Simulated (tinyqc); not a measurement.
# Free and trapped electrons in a MOS channel with a dense trap tail: effect of the decay energy of the tail

p-type body, charge-sheet picture, full ionisation (an idealisation for deep acceptors), Boltzmann statistics for free electrons. e = Ec - EF at the surface. Acceptor-like traps of density D(E) = D0 + De exp(-E/Ew) at depth E below Ec, from 0 to Eu, hold n_t = integral of D(E)/(1 + exp((e - E)/Vt)). psi = Eg - Vt ln(Nv/Na) - e; N_dep = sqrt(2 eps0 eps_r Na (psi - Vt)/q); n_f = sqrt(N_dep^2 + 2 eps0 eps_r Vt Nc exp(-e/Vt)/q) - N_dep; Vg = Vfb + psi + q (N_dep + n_t + n_f)/Cox, Cox = eps0 eox/tox.

VT is the Vg for n_f = 1e11 cm^-2; swing ln 10 n_f/(dn_f/dVg) at n_f = 1e8 cm^-2; the last three columns are for Vg = VT + 3 V, with free share n_f/(n_f + n_t) and field-effect mobility mf q (dn_f/dVg)/Cox; there EF is near the band edge, where Boltzmann statistics are rough.

Inputs (values chosen for the exercise); band and dielectric values close to those of 4H silicon carbide:
```
symbol,value,unit,meaning
T,300,K,temperature
Eg,3.27,eV,band gap
eps_r,9.81,,relative permittivity
Nc,1.71e19,cm^-3,conduction-band density of states at T
Nv,2.51e19,cm^-3,valence-band density of states at T
eox,3.9,,relative permittivity of the insulator
tox,38,nm,insulator thickness
Na,1.9e17,cm^-3,acceptor density
Vfb,-2.09,V,flat-band voltage without trapped charge
D0,1e11,cm^-2 eV^-1,constant background density of acceptor-like traps
De,8.1e12,cm^-2 eV^-1,density of the tail at the conduction edge
Eu,0.78,eV,depth below Ec down to which the traps reach
mf,89,cm^2/(V s),mobility of free electrons
```

Constants: q = 1.602176634e-19 C, kB = 1.380649e-23 J/K, Vt = kB T/q, eps0 = 8.8541878128e-14 F/cm where lengths are in cm. Results are converted to the units shown.

Effect of the decay energy of the tail:
columns A: Ew (eV); B: e at VT (eV); C: VT (V); D: q n_t/Cox at VT (V); E: swing (mV/decade); F: n_f (cm^-2); G: free share (%); H: field-effect mobility (cm^2/(V s))
```
A           B      C       D      E         F      G      H
0.03  0.05781  5.845  0.2463  116.7  1.585e12  84.97  85.19
0.05  0.05781  6.012  0.4133  127.1  1.530e12  78.04  84.45
0.07  0.05781  6.220  0.6206  151.4  1.494e12  71.86  83.96
0.09  0.05781  6.450  0.8510  185.2  1.469e12  66.44  83.60
0.11  0.05781  6.694   1.095  223.2  1.450e12  61.72  83.33
0.13  0.05781  6.945   1.346  261.8  1.435e12  57.60  83.13
0.15  0.05781  7.199   1.600  299.2  1.424e12  54.02  82.96
0.17  0.05781  7.452   1.853  334.4  1.415e12  50.90  82.82
```

As Ew goes from 0.03 to 0.17, VT rises from 5.85 to 7.45 V, its part due to traps rises from 0.246 to 1.85 V, the swing rises from 117 to 334 mV/decade and the field-effect mobility falls from 85.2 to 82.8 cm^2/(V s).

Numbers from tinyqc (`OMP_NUM_THREADS=1 python tinyqc.py 2222067 2222068 out.jsonl`; about 0.03 s on one thread of a shared Intel Xeon 2.30GHz).
